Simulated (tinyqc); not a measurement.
Four-band model of biased bilayer graphene near K: sweeps and comparisons. A value that a table varies takes the place of the one given here.

Basis A1, B1, A2, B2, with B1 below A2; p = kx + i ky, v_j = (sqrt3/2) a g_j. Diagonal -U/2, -U/2, U/2, U/2; <A1|B1> = <A2|B2> = v0 p*, <B1|A2> = g1, <A1|B2> = v3 p, <A1|A2> = <B1|B2> = -v4 p*.

Values chosen for the exercise (near those used for Bernal bilayer graphene; the results hold for these values, not for the real material): a = 2.46 angstrom (lattice constant); g0 = 2.76 eV (hopping in a layer); g1 = 0.395 eV (hopping of the dimer sites); g3 = 0 eV (skew hopping A1-B2); g4 = 0 eV (skew hopping A1-A2); U = 0.42 eV (potential difference of the layers); k = (0.027, 0.021) 1/angstrom (wave vector from K).

## Gap against bias

Closed form for g3 = g4 = 0: gap U g1/sqrt(U^2 + g1^2), ring radius as (U/2 v0) sqrt((2 g1^2 + U^2)/(g1^2 + U^2)). Last column: lowest band 3 less highest band 2 of the full matrix on a polar grid, |k| = 0 to 0.08 in steps of 0.001 1/angstrom, angles 0, 15, 30, 45, 60 degrees.

Gap:
```
U (eV)  gap (eV)  kg (1/angstrom)  gap/U  gap on the grid (eV)
0.02      0.0200           0.0024  0.999                0.0200
0.05      0.0496           0.0060  0.992                0.0496
0.10      0.0969           0.0118  0.969                0.0969
0.15      0.1402           0.0175  0.935                0.1403
0.20      0.1784           0.0228  0.892                0.1784
0.30      0.2389           0.0326  0.796                0.2389
0.40      0.2811           0.0416  0.703                0.2811
0.60      0.3299           0.0582  0.550                0.3299
```

What does this show?

The gap follows U while U << g1 (ratio 0.992 at 0.05 eV) and bends towards g1 = 0.395 eV, reaching 0.330 eV at 0.6. Grid and formula agree within 0.03 meV. U is the screened difference, smaller than the applied field times the layer distance.

## From parabola to cone

U = 0, along kx. Parabola: v0^2 k^2/g1. Hyperbola: sqrt(g1^2/4 + v0^2 k^2) - g1/2. Then bands 3 and 2 of the full matrix for +kx and band 3 for -kx.

Energies (eV):
```
k (1/angstrom)  parabola  hyperbola  band 3, +kx  band 2, +kx  band 3, -kx
0.002             0.0004     0.0003       0.0003      -0.0003       0.0003
0.005             0.0022     0.0022       0.0022      -0.0022       0.0022
0.010             0.0088     0.0086       0.0086      -0.0086       0.0086
0.020             0.0350     0.0324       0.0324      -0.0324       0.0324
0.030             0.0788     0.0673       0.0673      -0.0673       0.0673
0.050             0.2188     0.1567       0.1567      -0.1567       0.1567
0.080             0.5602     0.3127       0.3127      -0.3127       0.3127
0.120             1.2604     0.5352       0.5352      -0.5352       0.5352
```

What does this show?

The parabola is 2 % above the hyperbola at 0.01 and a factor 2.35 at 0.12 1/angstrom, where the slope nears v0. With g3 = g4 = 0 the hyperbola is exact, the bands are isotropic and mirror images.

## What each parameter does

The four levels at k. Each row changes one parameter from the base and keeps the others.

Results:
```
case            band 1 (eV)  band 2 (eV)  band 3 (eV)  band 4 (eV)
base                -0.5498      -0.1510       0.1510       0.5498
g0 = 2.898 eV       -0.5580      -0.1487       0.1487       0.5580
g1 = 0.4345 eV      -0.5769      -0.1583       0.1583       0.5769
g3 = 0.1 eV         -0.5496      -0.1522       0.1522       0.5496
g4 = 0.05 eV        -0.5519      -0.1489       0.1531       0.5478
U = 0.47 eV         -0.5655      -0.1662       0.1662       0.5655
```

How do the results move?

The largest shifts from the base row, up to three for each result and ties (the steps differ in size, so this ranks the rows, not the parameters). band 1 (eV): g1 -0.0271, U -0.0156, g0 -0.0081. band 2 (eV): U -0.0152, g1 -0.0073, g0 +0.0023. band 3 (eV): U +0.0152, g1 +0.0073, g0 -0.0023. band 4 (eV): g1 +0.0271, U +0.0156, g0 +0.0081. Only g4 breaks the mirror symmetry between the upper and lower bands.

tinyqc: `OMP_NUM_THREADS=1 python tinyqc.py 1451691 1451692 out.jsonl`; about 0.03 s, one thread, shared Intel(R) Xeon(R) Processor @ 2.30GHz.
